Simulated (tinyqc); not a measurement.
Worked calculation: Ewald sum of point charges, fluorite lattice. Computed by tinyqc, a small Python program that keeps every step. Command: `OMP_NUM_THREADS=1 python tinyqc.py 22043 22044 out.jsonl` (the two numbers bound the seeds that draw the settings). One thread of a shared host (Intel(R) Xeon(R) Processor @ 2.60GHz), about 0.06 s of CPU time with the checks.

## Ewald sum with eta = 0.316 1/bohr

cell vectors (rows) (bohr):
```
,1,2,3
1,0.000000,5.195000,5.195000
2,5.195000,0.000000,5.195000
3,5.195000,5.195000,0.000000
```

Charges:
```
q,f1,f2,f3
4.000000,0.000000,0.000000,0.000000
-2.000000,0.250000,0.250000,0.250000
-2.000000,0.750000,0.750000,0.750000
```

Real space: 1/2 sum q_i q_j erfc(eta r)/r over all images with r > 0; reciprocal space: (2 pi/V) sum_(G != 0) exp(-G^2/4 eta^2)/G^2 |S(G)|^2 with S(G) = sum q exp(i G.r); self term -eta/sqrt(pi) sum q^2; background -pi Q^2/(2 V eta^2), Q the total charge.

Real-space shells (first ones):
```
r (bohr),pairs,sum (hartree)
4.499002,16,-0.631199
5.195000,12,0.093572
7.346839,36,0.020114
8.614933,48,-0.002633
8.998004,16,0.000206
10.390000,18,0.000024
11.322240,48,-0.000007
11.616373,48,1.73e-06
12.725099,72,2.93e-07
13.497006,64,-3.08e-08
14.693679,36,5.05e-10
15.367017,96,-1.63e-10
```

Reciprocal shells (first ones that count):
```
G^2 (1/bohr^2),vectors,sum (hartree)
1.097109,8,0.167673
1.462812,6,0.151014
4.022734,24,0.000090
4.388437,8,0.000044
6.948359,24,3.45e-08
7.314062,24,5.25e-08
```

## The total does not depend on eta

The same sums for other eta.

Totals (hartree per cell):
```
eta,real,reciprocal,self,background,total
0.316000,-0.519922,0.318822,-4.278814,0.000000,-4.47991347
0.511000,-0.015539,2.454846,-6.919221,0.000000,-4.47991347
0.631000,-0.000830,4.065004,-8.544087,0.000000,-4.47991347
```

shortest distance = 4.499002 bohr

Madelung constant -E d / (formula units |q+ q-|) = 2.519392
